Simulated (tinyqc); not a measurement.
Inside a calculation. Method: plane-wave Kohn-Sham cycle with exchange-only LDA in a layered model solid. Computed by tinyqc, a small Python program that keeps every step. Settings: points = 16, plane-wave index or count = 2, electrons = 4, k points = 1, area = 20.0, mixing = 1.0, iteration cap = 58, Pulay depth = 5. Command: `OMP_NUM_THREADS=1 python tinyqc.py 27916 27917 out.jsonl` (the two numbers bound the seeds that draw the settings). One thread of a shared host (Intel(R) Xeon(R) Processor @ 2.60GHz), about 0.02 s of CPU time with the checks. Later iterations appear only in the table of the cycle.

## Iteration 1: potential

A solid whose potential varies along x alone (atomic units):
```
parameter                      value
period a                   14.200000
cross-section of the cell  20.000000
electrons per cell                 4
grid points                       16
plane waves -n..n, n               2
k points                           1
V1 in V1 cos(2 pi x/a)     -0.750000
V2 in V2 cos(4 pi x/a)     -0.170000
```

density at the start, on the grid x_j = j a/N (e/bohr^3): [0.0140845, 0.0140845, 0.0140845, 0.0140845, 0.0140845, 0.0140845, 0.0140845, 0.0140845, 0.0140845, 0.0140845, 0.0140845, 0.0140845, 0.0140845, 0.0140845, 0.0140845, 0.0140845]

V_H(G) = 4 pi rho(G)/G^2 for G != 0 (uniform background); v_x = -(3 rho/pi)^(1/3); V = V_ext + V_H + v_x; Fourier components f(G_m) = (1/N) sum_j f(x_j) exp(-i G_m x_j).

Potentials on the grid (hartree):
```
x            V_ext      V_H       v_x         V
0.00000   -0.92000  0.00000  -0.23781  -1.15781
0.88750   -0.81312  0.00000  -0.23781  -1.05093
1.77500   -0.53033  0.00000  -0.23781  -0.76814
2.66250   -0.16680  0.00000  -0.23781  -0.40462
3.55000    0.17000  0.00000  -0.23781  -0.06781
4.43750    0.40722  0.00000  -0.23781   0.16941
5.32500    0.53033  0.00000  -0.23781   0.29252
6.21250    0.57270  0.00000  -0.23781   0.33489
7.10000    0.58000  0.00000  -0.23781   0.34219
7.98750    0.57270  0.00000  -0.23781   0.33489
8.87500    0.53033  0.00000  -0.23781   0.29252
9.76250    0.40722  0.00000  -0.23781   0.16941
10.65000   0.17000  0.00000  -0.23781  -0.06781
11.53750  -0.16680  0.00000  -0.23781  -0.40462
12.42500  -0.53033  0.00000  -0.23781  -0.76814
13.31250  -0.81312  0.00000  -0.23781  -1.05093
```

V(G_m), m = 0, 1, 2, ... (hartree): [-0.23781, -0.37500, -0.08500, 0.00000, 0.00000]

## Iteration 1: Hamiltonian at one k

k = 0.00000 2 pi / a

H(m,m') = (k + G_m)^2/2 delta + V(G_m - G_m'), with V(-G) = V(G).

H (hartree), order -2, -1, +0, +1, +2:
```
[[0.15376, -0.37500, -0.08500, 0.00000, 0.00000],
 [-0.37500, -0.13992, -0.37500, -0.08500, 0.00000],
 [-0.08500, -0.37500, -0.23781, -0.37500, -0.08500],
 [0.00000, -0.08500, -0.37500, -0.13992, -0.37500],
 [0.00000, 0.00000, -0.08500, -0.37500, 0.15376]]
```

## Iteration 1: levels at that k

Diagonalise the Hermitian matrix.

eigenvalues (hartree): [-0.88259, -0.33983, 0.11366, 0.43866, 0.45995]

## Iteration 1: new density

Motion across x is left out: the lowest 2 band(s) hold two electrons at each of the k points (j + 1/2)/nk - 1/2. Residual R = rho(out) - rho(in); rho(new) = rho(in) + 1 R. rho(out) = 2/(a A nk) sum |psi|^2 with psi = sum c exp(i G x). Harris energy E = band energy - dV sum rho (V_H/2 + v_x) + (3/4) dV sum rho v_x with rho(in), dV = a A/N, band energy = (2/nk) sum of the filled levels.

rho(out) (e/bohr^3): [0.0306665, 0.0323457, 0.0317670, 0.0223933, 0.0091429, 0.0013687, 0.0000529, 0.0002303, 0.0000842, 0.0002303, 0.0000529, 0.0013687, 0.0091429, 0.0223933, 0.0317670, 0.0323457]

density after iteration 1 (e/bohr^3): [0.0306665, 0.0323457, 0.0317670, 0.0223933, 0.0091429, 0.0013687, 0.0000529, 0.0002303, 0.0000842, 0.0002303, 0.0000529, 0.0013687, 0.0091429, 0.0223933, 0.0317670, 0.0323457]

energy per cell = -2.2070144 hartree

## Iteration 2: potential

As before.

Potentials on the grid (hartree):
```
x            V_ext       V_H       v_x         V
0.00000   -0.92000   1.22764  -0.30823  -0.00059
0.88750   -0.81312   1.14388  -0.31376   0.01701
1.77500   -0.53033   0.88119  -0.31188   0.03898
2.66250   -0.16680   0.45134  -0.27756   0.00697
3.55000    0.17000  -0.05733  -0.20591  -0.09324
4.43750    0.40722  -0.52206  -0.10934  -0.22417
5.32500    0.53033  -0.86654  -0.03696  -0.37317
6.21250    0.57270  -1.07317  -0.06036  -0.56083
7.10000    0.58000  -1.14228  -0.04316  -0.60543
7.98750    0.57270  -1.07317  -0.06036  -0.56083
8.87500    0.53033  -0.86654  -0.03696  -0.37317
9.76250    0.40722  -0.52206  -0.10934  -0.22417
10.65000   0.17000  -0.05733  -0.20591  -0.09324
11.53750  -0.16680   0.45134  -0.27756   0.00697
12.42500  -0.53033   0.88119  -0.31188   0.03898
13.31250  -0.81312   1.14388  -0.31376   0.01701
```

V(G_m), m = 0, 1, 2, ... (hartree): [-0.18643, 0.15202, -0.05509, 0.00232, -0.00776]

## Iteration 2: Hamiltonian at one k

k = 0.00000 2 pi / a

As before.

H (hartree), order -2, -1, +0, +1, +2:
```
[[0.20514, 0.15202, -0.05509, 0.00232, -0.00776],
 [0.15202, -0.08854, 0.15202, -0.05509, 0.00232],
 [-0.05509, 0.15202, -0.18643, 0.15202, -0.05509],
 [0.00232, -0.05509, 0.15202, -0.08854, 0.15202],
 [-0.00776, 0.00232, -0.05509, 0.15202, 0.20514]]
```

## Iteration 2: levels at that k

As before.

eigenvalues (hartree): [-0.42356, -0.10414, 0.03396, 0.25693, 0.28359]

## Iteration 2: new density

B (overlaps of the stored error matrices):
```
[[3.0511938e-03, -5.6907516e-03],
 [-5.6907516e-03, 1.0772412e-02]]
```

Motion across x is left out: the lowest 2 band(s) hold two electrons at each of the k points (j + 1/2)/nk - 1/2. Residual R = rho(out) - rho(in); rho(new) = rho(in) + 1 R; Pulay mixing then takes sum c_i of the stored mixed densities, with c from B_ij = sum R_i R_j as in DIIS. rho(out) = 2/(a A nk) sum |psi|^2 with psi = sum c exp(i G x). Harris energy E = band energy - dV sum rho (V_H/2 + v_x) + (3/4) dV sum rho v_x with rho(in), dV = a A/N, band energy = (2/nk) sum of the filled levels.

rho(out) (e/bohr^3): [0.0000728, 0.0000607, 0.0006386, 0.0040487, 0.0123035, 0.0227724, 0.0291862, 0.0294563, 0.0283467, 0.0294563, 0.0291862, 0.0227724, 0.0123035, 0.0040487, 0.0006386, 0.0000607]

DIIS coefficients: [0.65317, 0.34683]

density after iteration 2 (e/bohr^3): [0.0200556, 0.0211482, 0.0209706, 0.0160308, 0.0102391, 0.0087922, 0.0101572, 0.0103668, 0.0098865, 0.0103668, 0.0101572, 0.0087922, 0.0102391, 0.0160308, 0.0209706, 0.0211482]

energy per cell = -2.4011924 hartree

## Convergence

Stop when sqrt(dV sum R^2) is below 1e-8, dV = a A/N.

Course of the cycle:
```
iteration  E (hartree)  norm of the residual
1           -2.2070144              2.33e-01
2           -2.4011924              4.37e-01
3           -1.3877535              1.41e-01
4           -1.2308787              1.09e-01
5           -1.2219020              1.07e-01
6           -1.4883421              2.32e-01
7           -1.3973704              2.12e-01
8           -1.5323259              2.32e-01
9           -1.5222559              2.34e-01
10          -2.1470250              3.45e-01
11          -1.5083520              2.28e-01
...                ...                   ...
48          -1.6587735              2.20e-01
49          -1.4488250              1.77e-01
50          -1.2086926              1.22e-01
51          -1.1393436              1.16e-01
52          -1.1557043              1.34e-01
53          -1.1732736              1.06e-01
54          -1.1734249              1.05e-01
55          -1.1352124              8.79e-02
56          -1.1785901              1.08e-01
57          -1.1661999              1.04e-01
58          -1.4552718              2.27e-01
```

Not converged within 58 iterations: the residual wanders without falling. Reruns (cap 100 unless said): mixing 0.1: not converged; mixing 0.5, Kerker q0 1.0: not converged; mixing 0.3, Pulay depth 5: not converged; the original settings with a cap of 400: not converged.
